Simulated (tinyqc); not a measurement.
Finite-difference solution of the diffusion equation on a small grid: one step, computed by the program tinyqc. Command: `OMP_NUM_THREADS=1 python tinyqc.py 3008408 3008409 out.jsonl fdiff walk`. One thread of a shared host (Intel(R) Xeon(R) Processor @ 2.30GHz), about 0.01 s of CPU time with the checks.

dC/dt = D d2C/dx2 on nodes x_j = j dx, j = 0..7; the far end is sealed.

Problem. Time step 2. With r = D dt/dx^2: (1 - theta r M) C(new) = (1 + (1 - theta) r M) C(old); theta = 0 explicit, 1 implicit, 1/2 Crank-Nicolson.

Boundary at x = 0: surface loss. Scheme: Crank-Nicolson.

operator M, rows 0, 1, 2, 3, 4, 5, 6, 7:
$$\begin{pmatrix}
-3.290323 & 2.000000 & 0.000000 & 0.000000 & 0.000000 & 0.000000 & 0.000000 & 0.000000 \\
1.000000 & -2.000000 & 1.000000 & 0.000000 & 0.000000 & 0.000000 & 0.000000 & 0.000000 \\
0.000000 & 1.000000 & -2.000000 & 1.000000 & 0.000000 & 0.000000 & 0.000000 & 0.000000 \\
0.000000 & 0.000000 & 1.000000 & -2.000000 & 1.000000 & 0.000000 & 0.000000 & 0.000000 \\
0.000000 & 0.000000 & 0.000000 & 1.000000 & -2.000000 & 1.000000 & 0.000000 & 0.000000 \\
0.000000 & 0.000000 & 0.000000 & 0.000000 & 1.000000 & -2.000000 & 1.000000 & 0.000000 \\
0.000000 & 0.000000 & 0.000000 & 0.000000 & 0.000000 & 1.000000 & -2.000000 & 1.000000 \\
0.000000 & 0.000000 & 0.000000 & 0.000000 & 0.000000 & 0.000000 & 2.000000 & -2.000000
\end{pmatrix}$$

mesh ratio r = 5.58

C after step 1 (%): [-7.86673, -4.69880, 14.14267, 40.74675, 26.50984, 20.86829, 13.81641, 11.71665]

Give: C after step 2.

Solution.

C after step 2 (%): [13.11, 17.09, 13.21, 1.22, 15.92, 18.22, 20.98, 21.35]

At so large an r Crank-Nicolson steps are stable but let short waves flip sign, so sharp features can overshoot.
